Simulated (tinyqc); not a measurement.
Recursion (Haydock) method for the local density of states: bulk site of a cubic lattice: one step. The continued fraction at one energy. Two cases, with inputs chosen for the exercise.

Question. Start from the terminator and work up: G_i = 1/(z - a_i - S_i), S_i = b_(i+1)^2 G_(i+1), with T in place of G_n. The density is -Im G_0/pi.

One orbital a site at energy 0, hopping -t to the 6 nearest neighbours of a cubic lattice; the start u0 is a site in the bulk, with energy V. Recursion: a_n = <u_n|H|u_n>, b_(n+1) u_(n+1) = (H - a_n) u_n - b_n u_(n-1), b > 0. G(z) = 1/(z - a0 - b1^2/(z - a1 - b2^2/(...))), z = E + i eta. After n levels the tail is b_n^2 T with the square-root terminator T = (z - sqrt(z - 2b) sqrt(z + 2b))/(2 b^2), b = 3t so that the band edges lie at -/+ 6t.

Case 1.

Values chosen: t = 1.41 eV (hopping); E = 6.44 eV (energy); eta = 0.07 eV (broadening).

Coefficients:
```
n  a_n (eV)  b_(n+1) (eV)  b_(n+1)^2/t^2
0  0.000000     3.4537805       6.000000
1  0.000000     4.2300000       9.000000
2  0.000000     4.3331859       9.444444
3  0.000000     4.1242333       8.555556
4  0.000000     4.2992333       9.297021
```

Case 2.

Values chosen: t = 0.67 eV (hopping); E = -1.18 eV (energy); eta = 0.034 eV (broadening).

Coefficients:
```
n  a_n (eV)  b_(n+1) (eV)  b_(n+1)^2/t^2
0  0.000000     1.6411581       6.000000
1  0.000000     2.0100000       9.000000
2  0.000000     2.0590316       9.444444
3  0.000000     1.9597420       8.555556
4  0.000000     2.0428981       9.297021
```

Give: Levels of the fraction; local density of states.

Answer.

Case 1.

Levels of the fraction:
```
i        S_i (eV)      G_i (1/eV)
4  3.2838-2.7980i  0.1735-0.1577i
3  2.9518-2.6823i  0.1767-0.1394i
2  3.3175-2.6176i  0.1840-0.1583i
1  3.2917-2.8332i  0.1717-0.1583i
0  2.0476-1.8882i  0.1899-0.0847i
```

local density of states = 0.0270 1/eV

A direct sum over the zone gives 0.0265 1/eV at the same z; 5 levels miss it by +1.7 %.

Case 2.

Levels of the fraction:
```
i         S_i (eV)       G_i (1/eV)
4  -0.6041-1.9674i  -0.1328-0.4614i
3  -0.5100-1.7722i  -0.1805-0.4867i
2  -0.7654-2.0633i  -0.0907-0.4589i
1  -0.3665-1.8539i  -0.1925-0.4467i
0  -0.5185-1.2032i  -0.3361-0.6286i
```

local density of states = 0.2001 1/eV

A direct sum over the zone gives 0.2098 1/eV at the same z; 5 levels miss it by -4.7 %.

Computed by tinyqc, one run a case: `OMP_NUM_THREADS=1 python tinyqc.py N N+1 out.jsonl` with N = 1451431, 1452879; one thread of a shared Intel(R) Xeon(R) Processor @ 2.30GHz, about 0.1 s a run at most.
